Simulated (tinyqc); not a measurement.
Metal-induced gap states at the contact of a metal chain and a two-band chain: sweeps and comparisons. A value that a table varies takes the place of the one given here.

The semiconductor alternates sites A at -Eg/2 and C at +Eg/2 with hopping -t; the gap runs from -Eg/2 to Eg/2. In the gap cosh(q a) = 1 + (Eg^2/4 - E^2)/(2 t^2) and the amplitude changes by -exp(-q a) a period. The metal has site energy 0 and hopping -tm; its end site has g_m = (E - i sqrt(4 tm^2 - E^2))/(2 tm^2). Sites 1, 2, ... count into the semiconductor, with energies e1, e2 alternating. The clean half chain has g1 = 1/(E - e1 - t^2 g2), g2 = 1/(E - e2 - t^2 g1), decaying root. With the contact G11 = 1/(1/g1 - tc^2 g_m), and the density on site j is -Im G_jj/pi = |psi_j/psi_1|^2 (-Im G11/pi), per spin, with psi_2/psi_1 = -t g2, psi_3/psi_2 = -t g1.

Constants: e^2/(4 pi eps0) = 14.39964547 eV angstrom.

Inputs chosen for the exercise (gap and optical dielectric constant near those of Si; the chain itself is a model; shifted at random, so the results belong to these values and not to a real crystal):
```
symbol  value  unit      meaning
Eg      1.14   eV        gap
t       2.08   eV        hopping in the semiconductor
tm      2.3    eV        hopping in the metal
tc      2.73   eV        hopping across the contact
end     A                site that touches the metal
a       3.84   angstrom  period (two sites); one chain for each area a^2
eps     11.6             dielectric constant
E       0.21   eV        energy from mid-gap
```

## Across the gap

E = f Eg. Share on C: the part of the summed density that lies on C sites, whose orbitals make the conduction edge.

Gap states:
```
f      E (eV)  xi = 1/(2q) (angstrom)  D1 (1/eV)  D2 (1/eV)  sum (1/eV)  share on C
-0.48  -0.547                   25.03     0.0945     0.0018      0.6772       0.019
-0.40  -0.456                   11.69     0.0889     0.0084      0.3473       0.086
-0.30  -0.342                    8.78     0.0829     0.0167      0.2810       0.167
-0.15  -0.171                    7.37     0.0739     0.0307      0.2575       0.293
0.00    0.000                    7.03     0.0637     0.0485      0.2666       0.432
0.15    0.171                    7.37     0.0512     0.0732      0.3061       0.589
0.30    0.342                    8.78     0.0345     0.1109      0.4104       0.763
0.40    0.456                   11.69     0.0197     0.1506      0.6085       0.884
0.48    0.547                   25.03     0.0045     0.2041      1.4665       0.978
```

The decay length xi of the density is shortest at mid-gap, 7.03 angstrom, and grows to 25.0 near the edges. The summed density is least at f = -0.15 (0.2575) and largest at f = 0.48 (1.4665 1/eV). The share on C goes from 0.02 to 0.98 and passes one half near f = +0.065, a point that depends on which site ends the chain. The states turn from valence-like to conduction-like across the gap; the branch point, where the decay is fastest, lies at mid-gap in this symmetric chain and is the usual estimate of the neutrality level.

## Wider gaps pin less

E = 0; Eg is varied and eps follows 1 + (eps0 - 1)(Eg0/Eg), with the given Eg and eps as Eg0 and eps0. xi = 1/(2q), N = 2 (summed density)/a^2, S = 1/(1 + 4 pi e^2 N xi/eps).

Against the gap:
```
Eg (eV)    eps  xi (angstrom)  summed density (1/eV)      S  S at fixed eps
0.50     25.17          15.98                 0.5926  0.098           0.048
0.75     17.11          10.66                 0.3992  0.141           0.100
1.10     11.99           7.28                 0.2759  0.196           0.190
1.50      9.06           5.35                 0.2050  0.252           0.301
2.30      6.25           3.52                 0.1364  0.347           0.496
3.40      4.55           2.41                 0.0935  0.451           0.677
5.50      3.20           1.55                 0.0570  0.596           0.843
9.00      2.34           1.02                 0.0314  0.748           0.936
```

From Eg = 0.5 to 9 eV xi falls by a factor 15.6 and the summed density by 18.8, so at fixed eps S rises from 0.05 to 0.94. The weaker screening of wide-gap solids works against this: with it S goes from 0.10 to 0.75.

## Weakening the contact bond

At the given E, tc is varied, as by a thin spacer. xi = 1/(2q), N = 2 (summed density)/a^2, S = 1/(1 + 4 pi e^2 N xi/eps) with xi and eps kept.

Against tc:
```
tc (eV)  D1 (1/eV)  summed density (1/eV)       S
0.10       0.00011                0.00077  0.9878
0.25       0.00072                0.00481  0.9285
0.50       0.00287                0.01928  0.7644
0.80       0.00733                0.04930  0.5592
1.20       0.01621                0.10909  0.3644
1.80       0.03288                0.22124  0.2204
2.50       0.04644                0.31245  0.1668
3.50       0.04369                0.29397  0.1754
```

For a weak bond the density goes as tc^2 (ratio 6.25 between 0.25 and 0.1 eV, against 6.25). It is largest at tc = 2.5 eV among these rows and falls beyond, as the first site pairs off with the metal. S is 0.988 at 0.1 eV and has its least value, 0.167, in that row.

## What each parameter does

xi = 1/(2q), summed density, and S = 1/(1 + 4 pi e^2 N xi/eps), N = 2 (summed density)/a^2. Each row changes one parameter from the base and keeps the others.

Results:
```
case           xi (angstrom)  summed density (1/eV)       S
base                   7.557                0.32160  0.1628
Eg = 1.254 eV          6.782                0.28485  0.1966
t = 2.288 eV           8.309                0.31985  0.1510
tm = 2.53 eV           7.557                0.31655  0.1650
tc = 3.003 eV          7.557                0.32000  0.1635
eps = 12.76            7.557                0.32160  0.1762
end = C                7.557                0.25921  0.1944
```

The largest shifts from the base row, up to three for each result and ties (the steps differ in size, so this ranks the rows, not the parameters). xi (angstrom): Eg -0.774, t +0.752; unchanged at the printed digits by tm, tc, eps and end. summed density (1/eV): end -0.06238, Eg -0.03674, tm -0.00504; unchanged at the printed digits by eps. S: Eg +0.0337, end +0.0316, eps +0.0134. The decay length belongs to the semiconductor alone; the metal and the contact set only the amplitude.

(tinyqc, `OMP_NUM_THREADS=1 python tinyqc.py 1482541 1482542 out.jsonl`, Intel(R) Xeon(R) Processor @ 2.30GHz, 1 thread, shared host, about 0.01 s.)
